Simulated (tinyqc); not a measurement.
Worked calculation: tight binding, dimerised chain. Computed by tinyqc, a small Python program that keeps every step. Settings: t1 = 0.37, t2 = 1.33, delta = 0.94, points = 12, cells = 5. Command: `OMP_NUM_THREADS=1 python tinyqc.py 29645 29646 out.jsonl` (the two numbers bound the seeds that draw the settings). One thread of a shared host (Intel(R) Xeon(R) Processor @ 2.60GHz), about 0.01 s of CPU time with the checks.

## Bloch Hamiltonian at k

Parameters chosen for this model:
```
parameter     value                      unit
t1         0.370000       eV, inside the cell
t2         1.330000         eV, between cells
delta      0.940000  eV, +/- on the two sites
```

k point k (2 pi / a): 0.130000

H_AA = +delta, H_BB = -delta, H_AB = -t1 - t2 exp(-i k a).

H(k) at k (eV):
```
                     A                    B
A             0.940000  -1.280448+0.969528i
B  -1.280448-0.969528i            -0.940000
```

## Levels at k

Diagonalise the Hermitian matrix.

eigenvalues (eV): -1.860949  1.860949

weights |c|^2 of the basis functions:
```
     band 1    band 2
A  0.247441  0.752559
B  0.752559  0.247441
```

## Bloch Hamiltonian at X

k point X (2 pi / a): 0.500000

As before.

H(k) at X (eV):
```
          A          B
A  0.940000   0.960000
B  0.960000  -0.940000
```

## Levels at X

As before.

eigenvalues (eV): -1.343577  1.343577

weights |c|^2 of the basis functions:
```
     band 1    band 2
A  0.150188  0.849812
B  0.849812  0.150188
```

## Bands along a path

The same steps at evenly spaced points between the labelled ones.

Bands along the path (eV):
```
k            band 1    band 2
G         -1.942576  1.942576
G-X 0.20  -1.893577  1.893577
G-X 0.40  -1.758845  1.758845
G-X 0.60  -1.576472  1.576472
G-X 0.80  -1.411795  1.411795
X         -1.343577  1.343577
```

With 1 band(s) filled, the highest filled level on these points lies at X and the lowest empty one at X: a gap of 2.6872 eV, direct.

## Berry (Zak) phase of the lower band

On 12 points k_j = j/N: phase = -Im ln of the product of <u_j|u_(j+1)>, closed with u_N = u_0 (the cell-periodic part is taken without the site positions). Single arguments depend on the phases chosen for the u_j; only their sum modulo 2 pi does not.

Overlaps:
```
j   |<u_j|u_j+1>|  argument (rad)
0        0.983928       -0.104319
1        0.983057       -0.104214
2        0.981063       -0.104098
3        0.977521       -0.104126
4        0.972444       -0.104388
5        0.967959       -0.104696
6        0.967959       -0.104696
7        0.972444       -0.104388
8        0.977521       -0.104126
9        0.981063       -0.104098
10       0.983057       -0.104214
11       0.983928       -0.104319
```

phase / pi, folded into (-1, 1] = 0.398423

## Open chain of 5 cells

H of the open chain (eV), lower triangle:
```
            1          2          3          4          5          6          7          8
1    0.940000
2   -0.370000  -0.940000
3    0.000000  -1.330000   0.940000
4    0.000000   0.000000  -0.370000  -0.940000
5    0.000000   0.000000   0.000000  -1.330000   0.940000
6    0.000000   0.000000   0.000000   0.000000  -0.370000  -0.940000
7    0.000000   0.000000   0.000000   0.000000   0.000000  -1.330000   0.940000
8    0.000000   0.000000   0.000000   0.000000   0.000000   0.000000  -0.370000  -0.940000
9    0.000000   0.000000   0.000000   0.000000   0.000000   0.000000   0.000000  -1.330000
10   0.000000   0.000000   0.000000   0.000000   0.000000   0.000000   0.000000   0.000000

            9         10
9    0.940000
10  -0.370000  -0.940000
```

The same hoppings without the wrap-around bond.

levels (eV): -1.897403  -1.771089  -1.593261  -1.420957  -0.940002  0.940002  1.420957  1.593261  1.771089  1.897403

weights of the highest filled level on the sites: 0.000001  0.000028  0.000000  0.000423  0.000000  0.005521  0.000000  0.071400  0.000000  0.922627

The bulk gap runs from -1.3436 to 1.3436 eV; 2 level(s) of this chain lie inside it: end states, which need the weaker bond inside the cell and a chain longer than their decay length.
